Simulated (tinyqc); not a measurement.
Avalanche multiplication and breakdown of a junction from ionisation integrals: one step, computed by the program tinyqc. Command: `OMP_NUM_THREADS=1 python tinyqc.py 3018438 3018439 out.jsonl impact walk`. One thread of a shared host (Intel(R) Xeon(R) Processor @ 2.30GHz), about 0.01 s of CPU time with the checks.

Ionisation coefficients follow the local field. Position x runs through the depletion layer from the p side (x = 0), where electrons enter, to the n side (x = w), where holes enter. The built-in voltage is neglected.

Task: Coefficients at the critical field. alpha_n = a_n exp(-(b_n/F)^c), alpha_p = a_p exp(-(b_p/F)^c).

Inputs (values chosen for the exercise, modelled on GaN):

| quantity | value | unit |
|---|---|---|
| electron prefactor a_n | 4.6e+08 | 1/cm |
| electron field b_n | 3.46e+07 | V/cm |
| hole prefactor a_p | 6.67e+06 | 1/cm |
| hole field b_p | 1.53e+07 | V/cm |
| exponent c | 1 | - |

Junction: one-sided abrupt p+n.

critical field F_m = 2.733682 MV/cm

Give: alpha_n; alpha_p; ratio k = alpha_p/alpha_n; shorter ionisation length.

Result:

alpha_n = 1465.3 1/cm

alpha_p = 24743 1/cm

ratio k = alpha_p/alpha_n = 16.886

shorter ionisation length = 0.40416 micrometre

Holes ionise more readily at the peak field.
